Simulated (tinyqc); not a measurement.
Changing the h: Tersoff bond-order potential. Computed by tinyqc, a small Python program. Command: `OMP_NUM_THREADS=1 python tinyqc.py 3006489 3006490 out.jsonl tersoff sweep`. One thread of a shared host (Intel(R) Xeon(R) Processor @ 2.30GHz), about 0.03 s of CPU time with the checks.

E = (1/2) sum_(i, j != i) [A exp(-lambda r_ij) - b_ij B exp(-mu r_ij)], b_ij = (1 + (beta zeta_ij)^n)^(-1/(2n)), zeta_ij = sum_(k != i, j) g(theta_ijk), g = 1 + c^2/d^2 - c^2/(d^2 + (h - cos theta)^2), with theta at atom i. Only nearest neighbours count (cut-off function 1 for them, 0 beyond).

Inputs (values chosen for the exercise, modelled on germanium):

| quantity | value | unit |
|---|---|---|
| A | 1776.4 | eV |
| B | 427.34 | eV |
| lambda | 2.4451 | 1/angstrom |
| mu | 1.7047 | 1/angstrom |
| beta | 8.41e-07 | - |
| n | 0.7549 | - |
| c | 109300 | - |
| d | 15.85 | - |

Constants: 1 eV/angstrom^3 = 160.2176634 GPa.

Method:
- zeta = 3 g(cos theta = -1/3).
- With z equal bonds of order b, r = ln(lambda A/(mu b B))/(lambda - mu) and E per atom = -(z/2) b B exp(-mu r)(1 - mu/lambda).
- a0 = 4 r/sqrt3; B0 = phi''(r)/(3 a0) with phi'' = mu (lambda - mu) b B exp(-mu r), since b does not change under uniform scaling.
- Second derivatives of the energy per atom, volume V = a0^3/8: e_xx gives C11; e_xx = -e_yy gives 2 (C11 - C12); e_xy = e_yx = s/2 with a sublattice shift u_z gives C44 = (E_ss - E_su^2/E_uu)/V and Kleinman's parameter |E_su/E_uu|/(a0/4).
- Each of the four neighbours loses one bond; its three other bonds now have zeta = 2 g, for the direction that starts at it. E_v = -E + 12 x (1/2)(b(3g) - b(2g)) B exp(-mu r), where -E is the pair-like cost.

One run for each value:

| h | bond order b | energy per atom of the diamond lattice (eV) | C44 (GPa) | unrelaxed vacancy energy E_v (eV) | Kleinman's parameter |
|---|---|---|---|---|---|
| -0.75 | 0.9102 | -3.110 | 36.8 | 2.376 | 0.7759 |
| -0.70 | 0.9245 | -3.274 | 40.7 | 2.625 | 0.7480 |
| -0.65 | 0.9384 | -3.439 | 45.0 | 2.883 | 0.7171 |
| -0.60 | 0.9516 | -3.602 | 49.7 | 3.144 | 0.6823 |
| -0.55 | 0.9640 | -3.759 | 54.8 | 3.405 | 0.6421 |
| -0.50 | 0.9754 | -3.908 | 60.7 | 3.657 | 0.5936 |
| -0.45 | 0.9855 | -4.043 | 67.9 | 3.889 | 0.5301 |
| -0.40 | 0.9937 | -4.155 | 78.7 | 4.086 | 0.4322 |
| -0.35 | 0.9992 | -4.232 | 106.3 | 4.223 | 0.1860 |
| -0.30 | 0.9978 | -4.212 | 77.2 | 4.187 | 0.3454 |

Describe and explain the trends.

Over the rows, bond order b goes from 0.910 through a maximum among these rows, 0.999 at -0.350, to 0.998; energy per atom of the diamond lattice (eV) goes from -3.11 through a minimum among these rows, -4.23 at -0.350, to -4.21; C44 (GPa) goes from 36.8 through a maximum among these rows, 106 at -0.350, to 77.2. zeta of the diamond lattice is least when h equals cos(109.47 degrees) = -1/3; there the bond order is highest and a vacancy gains least from stronger back bonds.

Extremes, crossings and ranges named in words are read from the listed rows.
